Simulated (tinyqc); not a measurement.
Well width from the intersubband spacing.

Question. In an empty well of width L and depth Vb, level k solves kw L/2 = (k - 1) pi/2 + arctan(sqrt((mw/mb)(Vb - E)/E)) with kw = sqrt(mw E/C), C = hbar^2/(2 m0). Find L, E1 and E2 from the spacing.

Inputs (values chosen for the exercise); material values close to those of GaAs in AlGaAs:
- mw = 0.0658 m0 (mass along z in the well)
- mb = 0.0902 m0 (mass along z in the barriers)
- Vb = 0.256 eV (barrier height)

Constants: q = 1.602176634e-19 C, hbar = 1.054571817e-34 J s, m0 = 9.1093837015e-31 kg, hbar^2/(2 m0) = 0.0380998212 eV nm^2. Results are converted to the units shown.

E2 - E1 = 28.896795 meV

Answer. Both levels are solved for trial widths until their difference matches. A second level is bound only for L above 4.72 nm, and over that range one width gives this spacing.

L = 20.8 nm
E1 = 9.66 meV
E2 = 38.6 meV

Numbers from tinyqc (`OMP_NUM_THREADS=1 python tinyqc.py 2140018 2140019 out.jsonl`; about 0.4 s on one thread of a shared Intel Xeon 2.30GHz).
